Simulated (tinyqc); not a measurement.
Bandgap voltage reference from two bipolar transistors: effect of the offset of the amplifier.

Two transistors of area 1 and N carry the same current I. Is(T) = Is (T/T0)^eta exp[(Vg0 q/kB)(1/T0 - 1/T)], VBE1 = Vt ln(I/Is(T)) + I rb, VBE2 = Vt ln(I/(N Is(T))) + I rb/N. The amplifier forces I R1(T) = VBE1 - VBE2 + Vos, with R(T) = R (1 + tc (T - T0)) for both resistors, and the output is Vref = VBE1 + I R2(T). Base currents and the Early effect are neglected.

Vt = kB T/q; I = (Vt ln N + Vos)/(R1(T) - rb (1 - 1/N)). Box coefficient: span of Vref between 233 and 398 K over its average over T and over 165 K. The last column is the R2 that gives zero slope at T0.

Parameters, values chosen for the exercise; values of the order met in silicon bipolar transistors:
- T0 = 300 K (reference temperature)
- Vg0 = 1.166 V (band-gap voltage extrapolated to 0 K)
- eta = 3.2 (temperature exponent of the saturation current)
- Is = 2.2e-16 A (saturation current of the unit transistor at T0)
- N = 8 (area ratio of the second transistor)
- R1 = 7.3 kohm (resistor across which the difference of VBE falls, at T0)
- tc = 1400 ppm/K (temperature coefficient of both resistors)
- rb = 17 ohm (series resistance of the unit transistor)
- R2 = 79.88 kohm (output resistor at T0)

Constants: q = 1.602176634e-19 C, kB = 1.380649e-23 J/K. Results are converted to the units shown.

Results:
```
Vos (mV)  I at T0 (uA)  Vref at T0 (V)  slope at T0 (uV/K)  box coefficient (ppm/K)  R2 for zero slope (kohm)
-5               6.693           1.159              -60.05                    60.53                     82.32
-3               6.967           1.182              -60.40                    59.63                     82.34
-1               7.242           1.205              -60.60                    58.65                     82.35
1                7.516           1.228              -60.67                    57.61                     82.35
3                7.791           1.250              -60.63                    56.53                     82.35
5                8.065           1.273              -60.49                    55.41                     82.34
```

Estimate the missing row, Vos = 0 mV.

Computed row:
```
Vos (mV)  I at T0 (uA)  Vref at T0 (V)  slope at T0 (uV/K)  box coefficient (ppm/K)  R2 for zero slope (kohm)
0                7.379           1.216              -60.65                    58.14                     82.35
```

With this row back in the table: As Vos goes from -5 to 5, Vref rises from 1.159 to 1.273 V and the box coefficient falls from 60.5 to 55.4 ppm/K. Each mV of offset moves Vref by 11.4 mV, about R2/R1 = 10.9 plus the change of VBE1 with the current.

Computed by the program tinyqc: `OMP_NUM_THREADS=1 python tinyqc.py 2062007 2062008 out.jsonl`, one thread of a shared Intel Xeon 2.30GHz, about 0.03 s for the whole run.
